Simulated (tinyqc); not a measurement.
Five-level k.p model folded onto the conduction band: one step. Mass and g factor term by term. Four cases, with inputs chosen for the exercise.

Question. Evaluate at E = Eg.

Second-order sums for the lowest conduction level at E: 1/m = 1 + Cm + (Ep/3)(2/E + 1/(E + Dso)) - (Ep2/3)(2/(E7 + D2 - E) + 1/(E7 - E)); g/2 = 1 + Cg - (Ep/3)(1/E - 1/(E + Dso)) - (Ep2/3)(1/(E7 - E) - 1/(E7 + D2 - E)). E is counted from the top of the valence band; E = Eg at the edge.

Case 1.

Values chosen (near those of GaSb; the results hold for these values, not for the real material): Eg = 0.765 eV (gap at Gamma to the s-like level); Dso = 0.76 eV (spin-orbit splitting); Ep = 25.7 eV (Kane energy); E7 = 3.22 eV (upper Gamma7 conduction level, from the valence top); D2 = 0.31 eV (its spin-orbit splitting, Gamma8 above Gamma7); Ep2 = 5.8 eV (Kane energy to the upper levels); Cm = -2.5 (remote term in 1/m); Cg = -0.02 (remote term in g/2).

Case 2.

Values chosen (near those of InAs; the results hold for these values, not for the real material): Eg = 0.433 eV (gap at Gamma to the s-like level); Dso = 0.376 eV (spin-orbit splitting); Ep = 21.5 eV (Kane energy); E7 = 4.37 eV (upper Gamma7 conduction level, from the valence top); D2 = 0.16 eV (its spin-orbit splitting, Gamma8 above Gamma7); Ep2 = 6.1 eV (Kane energy to the upper levels); Cm = -1.4 (remote term in 1/m); Cg = 0 (remote term in g/2).

Case 3.

Values chosen (near those of InP; the results hold for these values, not for the real material): Eg = 1.433 eV (gap at Gamma to the s-like level); Dso = 0.109 eV (spin-orbit splitting); Ep = 20.9 eV (Kane energy); E7 = 4.84 eV (upper Gamma7 conduction level, from the valence top); D2 = 0.07 eV (its spin-orbit splitting, Gamma8 above Gamma7); Ep2 = 3.5 eV (Kane energy to the upper levels); Cm = -1.5 (remote term in 1/m); Cg = -0.02 (remote term in g/2).

Case 4.

Values chosen (near those of ZnSe; the results hold for these values, not for the real material): Eg = 2.843 eV (gap at Gamma to the s-like level); Dso = 0.402 eV (spin-orbit splitting); Ep = 24.1 eV (Kane energy); E7 = 7.39 eV (upper Gamma7 conduction level, from the valence top); D2 = 0.11 eV (its spin-orbit splitting, Gamma8 above Gamma7); Ep2 = 1.6 eV (Kane energy to the upper levels); Cm = -2.6 (remote term in 1/m); Cg = -0.02 (remote term in g/2).

Give: Terms; m; g.

Answer.

Case 1.

Terms:
```
level           part of 1/m  part of g
free + remote       -1.5000     1.9600
Gamma8 valence      22.3965   -22.3965
Gamma7 valence       5.6175    11.2350
Gamma8 upper        -1.3984     1.3984
Gamma7 upper        -0.7875    -1.5750
```

m = 0.0411 m0
g = -9.378

The valence levels give 28.01 to 1/m and the upper levels take 2.19 away. In g the two valence terms nearly cancel when Dso is small against Eg; here Dso/Eg = 0.99 and they leave -11.162, the upper pair -0.177.

Case 2.

Terms:
```
level           part of 1/m  part of g
free + remote       -0.4000     2.0000
Gamma8 valence      33.1024   -33.1024
Gamma7 valence       8.8587    17.7173
Gamma8 upper        -0.9926     0.9926
Gamma7 upper        -0.5165    -1.0329
```

m = 0.0250 m0
g = -13.425

The valence levels give 41.96 to 1/m and the upper levels take 1.51 away. In g the two valence terms nearly cancel when Dso is small against Eg; here Dso/Eg = 0.87 and they leave -15.385, the upper pair -0.040.

Case 3.

Terms:
```
level           part of 1/m  part of g
free + remote       -0.5000     1.9600
Gamma8 valence       9.7232    -9.7232
Gamma7 valence       4.5179     9.0359
Gamma8 upper        -0.6711     0.6711
Gamma7 upper        -0.3424    -0.6849
```

m = 0.0786 m0
g = 1.259

The valence levels give 14.24 to 1/m and the upper levels take 1.01 away. In g the two valence terms nearly cancel when Dso is small against Eg; here Dso/Eg = 0.08 and they leave -0.687, the upper pair -0.014.

Case 4.

Terms:
```
level           part of 1/m  part of g
free + remote       -1.6000     1.9600
Gamma8 valence       5.6513    -5.6513
Gamma7 valence       2.4756     4.9512
Gamma8 upper        -0.2290     0.2290
Gamma7 upper        -0.1173    -0.2346
```

m = 0.1618 m0
g = 1.254

The valence levels give 8.13 to 1/m and the upper levels take 0.35 away. In g the two valence terms nearly cancel when Dso is small against Eg; here Dso/Eg = 0.14 and they leave -0.700, the upper pair -0.006.

Computed by tinyqc, one run a case: `OMP_NUM_THREADS=1 python tinyqc.py N N+1 out.jsonl` with N = 1050308, 1050365, 1050448, 1050496; one thread of a shared Intel(R) Xeon(R) Processor @ 2.30GHz, about 0.01 s a run at most.
